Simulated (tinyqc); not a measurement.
# Ion-assisted plasma etching: sheath, surface coverage, synergy and aspect-ratio dependence, step by step

A worked calculation. Computed by tinyqc, a small Python program that keeps every step. Command: `OMP_NUM_THREADS=1 python tinyqc.py 3001505 3001506 out.jsonl etch walk`. One thread of a shared host (Intel(R) Xeon(R) Processor @ 2.30GHz), about 0.06 s of CPU time with the checks. Intermediate numbers are printed to about 6 digits and carried at full precision; extremes and crossings named in words are read from the listed rows.

Radicals adsorb on bare sites; ions remove covered sites with a high yield and bare sites by sputtering; a slow spontaneous reaction acts everywhere, walls included.

Inputs (values chosen for the exercise, close to those used for silicon in a halogen plasma):
```
quantity,value,unit
plasma density n_e,4.9e+10,1/cm^3
electron temperature T_e,3.5,eV
ion mass M_i,71,u
sheath voltage V,770,V
radical density n,1.2e+12,1/cm^3
radical mass M_n,35.5,u
gas temperature T_g,400,K
sticking coefficient s,0.094,-
radicals per removed unit x,3,-
yield slope b,0.19,eV^(-1/2)
threshold E_th,13,eV
sputter slope b_p,0.027,eV^(-1/2)
sputter threshold E_p,33,eV
spontaneous reaction probability k_c,2.6e-05,-
solid density N,5e+22,1/cm^3
ion temperature T_i,0.44,eV
aspect ratio A,4.8,-
```

Feature: round hole.

Constants: e = 1.602176634e-19 C; u = 1.6605390666e-27 kg; k_B = 1.380649e-23 J/K; eps_0 = 8.8541878128e-12 F/m.

## Fluxes

Bohm speed u_B = sqrt(e T_e/M_i); ion flux G_i = 0.61 n_e u_B; radical flux G_n = n c/4 with c = sqrt(8 k_B T_g/(pi M_n)).

Bohm speed = 218090 cm/s

ion flux G_i = 6.51871e+15 1/(cm^2 s)

radical speed c = 48843.1 cm/s

radical flux G_n = 1.46529e+16 1/(cm^2 s)

flux ratio G_n/G_i = 2.24783

## Sheath and ion angles

Debye length lambda_D = sqrt(eps_0 T_e/(e n_s)) with n_s = 0.61 n_e, T_e in volts; Child-law sheath d = (sqrt2/3) lambda_D (2 V/T_e)^(3/4); ion energy E = V + T_e/2; angular spread = arctan(sqrt(T_i/E)).

Debye length = 80.4434 um

sheath thickness = 3643.12 um

ion energy E = 771.75 eV

angular spread = 1.36782 degrees

Caution: a sheath of several millimetres is collisional at usual pressures, which lowers the ion energy and widens the angles.

## Yields

Yields: Y = b (sqrt(E) - sqrt(E_th)) on covered sites, Y_p = b_p (sqrt(E) - sqrt(E_p)) on bare ones (zero below threshold).

yield Y = 4.59322

sputter yield Y_p = 0.594967

## Open-field etch rate

Steady coverage: s G_n (1 - theta) = x Y G_i theta; removal flux = Y G_i theta + Y_p G_i (1 - theta) + k_c G_n; rate = flux/N, 1 cm/s = 6e8 nm/min. Lateral rate = k_c G_n/N; anisotropy = 1 - lateral/vertical; synergy = vertical/(ions alone + radicals alone), with ions alone Y_p G_i/N and radicals alone the lateral rate.

coverage theta = 0.0151023

vertical rate = 51.2690 nm/min

lateral rate = 0.00457171 nm/min

anisotropy = 0.999911

synergy = 1.10148

The surface is nearly bare: radicals limit the ion-assisted part, and sputtering gives 89 % of the rate.

## Rate at the floor of the feature

Transmission of a round hole: K = 1/(1 + 3A/4), walls that scatter diffusely without loss. With a loss probability S = s (1 - theta) at the floor, G_b/G_n = K/(K + S - K S); theta follows G_b, and the two are solved together. Ions are taken to reach the floor unshadowed; G_b replaces G_n in every term of the rate; A is depth over diameter.

transmission K = 0.217391

G_b/G_n = 0.749313

coverage at the floor = 0.0113594

rate at the floor = 50.0972 nm/min

floor rate over open-field rate = 0.977144

The lag is 2.3 %.

## Etch lag against aspect ratio

The formulas are those given above.

Floor of the feature:
```
A,K,G_b/G_n,theta,rate (nm/min),relative rate
0.5,0.727273,0.966431,0.0146027,51.1126,0.996949
1.0,0.571429,0.935013,0.0141347,50.9661,0.994092
2.0,0.400000,0.877865,0.0132823,50.6992,0.988886
5.0,0.210526,0.741544,0.0112429,50.0607,0.976433
10.0,0.117647,0.588688,0.0089461,49.3417,0.962408
20.0,0.062500,0.416484,0.0063458,48.5276,0.946530
50.0,0.025974,0.221579,0.0033862,47.6011,0.928457
100.0,0.013158,0.124431,0.0019044,47.1372,0.919409
```

K falls by a factor 55.3 over the rows and the rate by 1.08. Among these rows the rate stays within 10 % of the open-field value up to A = 100, with an open-field coverage below one half; sputtering, which needs no radicals, carries much of the rate in the last rows. Caution: rows with A above about 1/(2 tan(ion spread)) or 1/sqrt(k_c), often 10 to 30, are formal: ion shadowing, radical loss on the walls, redeposition of sputtered material and, in fluorocarbon plasmas, polymer growth are left out and add to the lag.

## Yield per ion against the flux ratio

The ion flux is fixed and the radical flux set by the ratio; the removal per ion is the removal flux over G_i.

Open field:
```
G_n/G_i,theta,rate (nm/min),removal per ion
0.3,2.04232e-03,47.180,0.60314
1,6.77543e-03,48.662,0.62208
3,2.00545e-02,52.819,0.67523
10,6.38602e-02,66.534,0.85056
30,1.69883e-01,99.735,1.27498
100,4.05528e-01,173.578,2.21897
300,6.71754e-01,257.250,3.28861
1000,8.72150e-01,321.349,4.10804
3000,9.53412e-01,350.833,4.48495
```

Coverage reaches one half at G_n/G_i = x Y/s = 147. Below that the ion-assisted part follows the radical flux, on top of the sputter floor Y_p = 0.595; above it the ion-assisted part saturates at Y = 4.59 per ion.

Checks made by the program: series form 1/R = 1/(Y G_i) + x/(s G_n) of the ion-assisted part (relative difference below 1e-10).
